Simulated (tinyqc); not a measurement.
# Six-transistor SRAM cell, nodal equations and margins: effects of single changes

Two cross-coupled inverters (pull-down bn, pull-up bp) hold the nodes Q and QB; access transistors (ba, threshold VTn, gate on the word line at Vdd when selected) join them to the bit lines. Transistor (EKV form, voltages against the body): I = 2 n b Vt^2 [F(vp - Vs) - F(vp - Vd)] from drain to source, F(v) = ln^2(1 + exp(v/(2 Vt))), vp = (Vg - VT + sg |Vd - Vs|)/n. n-channel bodies are at 0; for the p-channel device all voltages are counted down from Vdd. b in uA/V^2 gives I in uA. For an access transistor the bit line is the drain and the node the source. In a read both bit lines are at Vdd. The cell is symmetric (no mismatch).

Parameters, values chosen for the exercise: temperature T = 300 K; supply voltage Vdd = 0.8 V; slope factor n = 1.22; drain-induced barrier lowering sg = 0.024; n-channel threshold VTn = 0.4 V; p-channel threshold (magnitude) VTp = 0.26 V; gain factor of the pull-down transistor bn = 300 uA/V^2; gain factor of the access transistor ba = 150 uA/V^2; gain factor of the pull-up transistor bp = 170 uA/V^2.

Constants: q = 1.602176634e-19 C, kB = 1.380649e-23 J/K, Vt = kB T/q. Results are converted to the units shown.

Each table varies one quantity; the others keep the values above.

## Effect of the supply voltage

f(x) is the node voltage of one half-cell for input x: In = Ip in hold, In = Ip + Ia in a read. Static noise margin: side of the largest square between the curve (x, f(x)) and its mirror image (f(y), y); with h(c) the root x of f(x) - x = c, it is the maximum over c > 0 of h(c) - h(-c) + c. Q is the low node in a read and Iread the current of its access transistor. The write trip is the voltage to which the bit line of the high node must fall (the other staying at Vdd) for that state to vanish; higher is easier, and a negative value means that a grounded bit line does not write.

Effect of the supply voltage:

| Vdd (V) | hold margin (mV) | read margin (mV) | Q in a read (mV) | Iread (uA) | write trip (mV) |
|---|---|---|---|---|---|
| 0.4 | 133.7 | 119.8 | 16.70 | 0.09057 | -63.17 |
| 0.5 | 182.4 | 153.4 | 24.20 | 0.5799 | -46.92 |
| 0.6 | 230.6 | 182.5 | 35.92 | 1.858 | -29.41 |
| 0.7 | 277.5 | 209.6 | 50.02 | 4.019 | -11.88 |
| 0.85 | 342.1 | 247.9 | 72.76 | 8.879 | 14.85 |
| 1 | 397.0 | 281.2 | 95.98 | 15.65 | 43.39 |

As Vdd goes from 0.4 to 1 V, the read margin rises from 120 to 281 mV, the write trip rises from -63.2 to 43.4 mV and Iread rises from 0.0906 to 15.7 uA. The read margin is 0.90 of the hold margin in the first row and 0.71 in the last. For Vdd = 0.4 to 0.7 V the write trip is negative: the cell cannot be written without assist.

## Effect of the gain factor of the pull-down transistor

Same model as above.

Effect of the gain factor of the pull-down transistor:

| bn (uA/V^2) | hold margin (mV) | read margin (mV) | Q in a read (mV) | Iread (uA) | write trip (mV) |
|---|---|---|---|---|---|
| 190 | 312.9 | 225.4 | 89.07 | 5.865 | 27.98 |
| 250 | 318.3 | 231.4 | 74.12 | 6.587 | 14.66 |
| 330 | 323.2 | 237.9 | 60.65 | 7.275 | 1.203 |
| 430 | 327.2 | 244.5 | 49.47 | 7.873 | -11.38 |
| 570 | 330.8 | 251.8 | 39.35 | 8.436 | -24.29 |
| 750 | 333.5 | 259.0 | 31.16 | 8.904 | -36.20 |

What does the comparison show?

As bn goes from 190 to 750 uA/V^2, the read margin rises from 225 to 259 mV, the write trip falls from 28.0 to -36.2 mV and Iread rises from 5.86 to 8.90 uA. The read margin is 0.72 of the hold margin in the first row and 0.78 in the last. Read stability and write ability pull in opposite directions. For bn = 430 to 750 uA/V^2 the write trip is negative: the cell cannot be written without assist.

Numbers from tinyqc (`OMP_NUM_THREADS=1 python tinyqc.py 2340138 2340139 out.jsonl`; about 0.2 s on one thread of a shared Intel Xeon 2.30GHz).
